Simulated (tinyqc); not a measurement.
Pair-potential crystal by lattice sums: one step, computed by the program tinyqc.

Energy per atom E = (1/2) sum over neighbours of phi(r); d is the nearest-neighbour distance.

Question. Energy and virial pressure. E = (1/2) sum count x phi; P = -(1/(6 Omega)) sum count x r phi', Omega = 0.769800 d^3.

Inputs (values chosen for the exercise, for model atoms): pair minimum r0 = 2.63 angstrom; trial neighbour distance d/r0 = 0.998.

Potential: Morse. Structure: bcc.

Shells:
```
shell  count  r (angstrom)     phi (eV)  phi' (eV/angstrom)  phi'' (eV/angstrom^2)
1          8      2.624740  -0.05164193         -0.00329408              0.6361736
2          6      3.030789  -0.03159369          0.05909212             -0.0567623
3         12      4.286182  -0.00178968          0.00438090             -0.0104939
4         24      5.025994  -0.00027984          0.00072581             -0.0017874
5          8      5.249480  -0.00015520          0.00041730             -0.0010402
6          6      6.061577  -0.00001236          0.00004854             -0.0001446
7         24      6.605451  -0.00000036          0.00000494             -0.0000385
```

Constants: 1 eV/angstrom^3 = 160.2176634 GPa.

Give: energy at the trial distance; pressure at the trial distance.

Answer.

energy at the trial distance = -0.3161 eV/atom

pressure at the trial distance = -2.567 GPa

The pressure is negative, so the lattice wants to contract.
